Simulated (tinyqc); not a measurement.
# Composition and strain of an epitaxial Si(1-x)Ge(x) layer from Raman and X-ray peaks, step by step

A worked calculation. Computed by tinyqc, a small Python program that keeps every step. Command: `OMP_NUM_THREADS=1 python tinyqc.py 3007373 3007374 out.jsonl epiraman walk`. One thread of a shared host (Intel(R) Xeon(R) Processor @ 2.30GHz), about 0.01 s of CPU time with the checks. Intermediate numbers are printed to about 6 digits and carried at full precision; extremes and crossings named in words are read from the listed rows.

A (001) layer, biaxially strained in the plane. The Raman peaks follow empirical lines omega = w0 + c1 x + c3 x^3 + b eps (c3 for Si-Ge alone), with eps the in-plane strain.

Inputs (values chosen for the exercise, modelled on silicon-germanium):
```
quantity                        value      unit
Ge fraction x                    0.49         -
degree of relaxation R              0         -
lattice constant of Si          5.431  angstrom
lattice constant of Ge          5.658  angstrom
bowing B                        0.026  angstrom
2 C12/C11 of Si                 0.771         -
2 C12/C11 of Ge                 0.758         -
Si-Si: w0                       520.2      1/cm
Si-Si: c1                       -64.1      1/cm
Si-Si: strain coefficient b      -715      1/cm
Si-Ge: w0                       400.4      1/cm
Si-Ge: c1                        25.6      1/cm
Si-Ge: c3                       -33.8      1/cm
Si-Ge: strain coefficient b      -604      1/cm
Ge-Ge: w0                       280.3      1/cm
Ge-Ge: c1                        19.2      1/cm
Ge-Ge: strain coefficient b      -425      1/cm
uncertainty of a Raman peak       0.2      1/cm
X-ray wavelength             1.540598  angstrom
```

Substrate: silicon. Pair of peaks used: Si-Ge and Ge-Ge.

## Lattice constants and strain

Relaxed lattice constant a(x) = a_Si + (a_Ge - a_Si) x - B x (1 - x). In-plane constant a_par = a_sub + R (a(x) - a_sub); eps = a_par/a(x) - 1; eps_perp = -(2 C12/C11) eps with 2 C12/C11 linear in x; a_perp = a(x) (1 + eps_perp).

relaxed constant a(x) = 5.53573 angstrom

substrate constant a_sub = 5.431 angstrom

a_par = 5.431 angstrom

in-plane strain eps = -18.9194 per mille

strain along the normal = 14.4663 per mille

a_perp = 5.61581 angstrom

The layer is under compression in the plane and is stretched along the normal.

## Raman peaks

Insert x and eps in the three lines; the strain part is b eps.

Si-Si peak = 502.318 1/cm

Si-Ge peak = 420.395 1/cm

Ge-Ge peak = 297.749 1/cm

strain parts (1/cm): Si-Si 13.5274, Si-Ge 11.4273, Ge-Ge 8.0407

Read as unstrained, the Si-Si peak would give x = 0.279 in place of 0.49.

## X-ray (004) reflection

Bragg angle theta = arcsin(2 lambda/a) for (004), for the substrate with a_sub and the layer with a_perp; separation in arc seconds.

theta of the substrate = 34.5646 degree

theta of the layer = 33.2754 degree

separation, layer less substrate = -4641.03 arcsec

## Back from two peaks to composition and strain

Unknowns x and eps (per mille). Newton steps: J d = (measured - model), J = [d omega/dx, d omega/d eps] for the two peaks; start at x = 0.5, eps = 0; stop when |d| < 1e-9. The peaks are rounded to 0.001 per cm; R = (a(x)(1 + eps) - a_sub)/(a(x) - a_sub).

peaks used (1/cm): Si-Ge 420.395, Ge-Ge 297.749

Iterations:
```
step         x  eps (per mille)  residual 1 (1/cm)  residual 2 (1/cm)
0     0.500000           0.0000        1.14200e+01              7.849
1     0.490192         -18.9113        4.84569e-03              0.000
2     0.490006         -18.9197        1.71944e-06              0.000
3     0.490006         -18.9198                  0              0.000
```

recovered x = 0.490006

recovered eps = -18.9198 per mille

recovered R = 0

## Which pair of peaks is best

For each pair invert J = [d omega/dx, d omega/d eps] at the true x. Independent errors of the given size in both peaks give sigma_x and sigma_eps = uncertainty x (norm of the rows of the inverse of J).

Error propagation:
```
pair               det J     sigma_x  sigma_eps (per mille)
Si-Si and Si-Ge  39.6129  0.00472558               0.323694
Si-Si and Ge-Ge  40.9705  0.00406036               0.326644
Si-Ge and Ge-Ge  11.0639   0.0133504               0.347814
```

The pair Si-Si and Ge-Ge fixes x best (sigma_x = 0.0041) and Si-Ge and Ge-Ge worst (0.013), a factor 3.3. Strain moves all peaks the same way, so a good pair needs different ratios of composition slope to strain coefficient, best of opposite sign; the slopes here are -64.1, 1.3 and 19.2 per cm for Si-Si, Si-Ge and Ge-Ge. Errors in the coefficients themselves are not counted.

## Relaxation at fixed composition

(004) Bragg angle theta = arcsin(2 lambda/a), with a = a_perp for the layer and a_sub for the substrate; separation = layer less substrate. The apparent x is the one that a fully strained layer (R = 0) would need to give the same a_perp.

Signatures; columns: (1) R; (2) eps (per mille); (3) Si-Si (1/cm); (4) Ge-Ge (1/cm); (5) a_perp (angstrom); (6) (004) separation (arcsec); (7) apparent x if R = 0 is assumed:
```
(1)        (2)      (3)      (4)      (5)       (6)       (7)
0.00  -18.9194  502.318  297.749  5.61581  -4641.03  0.490000
0.15  -16.0815  500.289  296.543  5.60380  -4350.73  0.459742
0.30  -13.2436  498.260  295.337  5.59179  -4058.91  0.429284
0.50   -9.4597  495.555  293.728  5.57577  -3667.44  0.388354
0.70   -5.6758  492.849  292.120  5.55976  -3273.21  0.347051
0.85   -2.8379  490.820  290.914  5.54774  -2975.71  0.315822
1.00    0.0000  488.791  289.708  5.53573  -2676.64  0.284372
```

Full relaxation moves the Si-Si peak by -13.53 per cm and shrinks the X-ray separation to 58 % of its strained value, about 1/(1 + 2 C12/C11). A symmetric reflection alone cannot part x from R: a relaxed layer read as strained gives x = 0.284 in place of 0.49. An asymmetric reflection or a second peak is needed.

Checks made by the program: recovered composition (relative difference 1e-05).
